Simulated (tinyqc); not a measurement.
Inside a calculation. Method: Pariser-Parr-Pople SCF with singles CI, for the molecule C=CC1=CC=CC=CC=C1 (SMILES; centres numbered as the heavy atoms are written). Computed by tinyqc, a small Python program that keeps every step. Settings: charge = 0, gamma = Ohno, start = huckel, damping = 0, iteration cap = 76, excitations kept = 9. Command: `OMP_NUM_THREADS=1 python tinyqc.py 24479 24480 out.jsonl` (the two numbers bound the seeds that draw the settings). One thread of a shared host (Intel(R) Xeon(R) Processor @ 2.60GHz), about 0.02 s of CPU time with the checks.

Centres (angstrom, eV; a flat drawing with bonds scaled to 1.40 angstrom):
```
centre,x,y,core charge z,W,gamma_rr
1C,-3.36200,0.46200,1,11.16000,11.13000
2C,-2.44500,-0.59600,1,11.16000,11.13000
3C,-1.07000,-0.33000,1,11.16000,11.13000
4C,-0.29900,-1.49900,1,11.16000,11.13000
5C,1.07300,-1.77900,1,11.16000,11.13000
6C,2.24100,-1.00800,1,11.16000,11.13000
7C,2.52200,0.36400,1,11.16000,11.13000
8C,1.75100,1.53200,1,11.16000,11.13000
9C,0.37900,1.81300,1,11.16000,11.13000
10C,-0.78900,1.04100,1,11.16000,11.13000
```

Resonance integrals (eV):
```
i,j,beta
1,2,-2.39000
2,3,-2.39000
3,4,-2.39000
4,5,-2.39000
5,6,-2.39000
6,7,-2.39000
7,8,-2.39000
8,9,-2.39000
9,10,-2.39000
10,3,-2.39000
```

Stop when output and input P, before any damping, agree to 1e-7.

Course of the cycle:
```
iteration,E (eV),largest |P(out) - P(in)|
1,-130.1369096,5.50e-02
2,-130.4094627,3.18e-02
3,-130.4776219,1.76e-02
4,-130.4979122,9.51e-03
5,-130.5057793,6.95e-03
6,-130.5100262,6.65e-03
7,-130.5129853,6.24e-03
8,-130.5153321,5.82e-03
9,-130.5172920,5.40e-03
10,-130.5189591,5.02e-03
11,-130.5203854,4.65e-03
...,...,...
66,-130.5287055,5.40e-05
67,-130.5287057,4.98e-05
68,-130.5287058,4.58e-05
69,-130.5287059,4.22e-05
70,-130.5287061,3.89e-05
71,-130.5287061,3.59e-05
72,-130.5287062,3.30e-05
73,-130.5287063,3.04e-05
74,-130.5287063,2.81e-05
75,-130.5287063,2.59e-05
76,-130.5287064,2.38e-05
```

Can the last value be used, and what does the course show?

Not by the stop rule, although the second column moves by less than 1e-07 over the last three steps. Not converged within 76 iterations: the residual falls steadily but slowly, by a factor of about 0.92 a step. Reruns (cap 100 unless said): damping 0.5: not converged; the original settings with a cap of 400: converged in 143 (E = -130.52871).
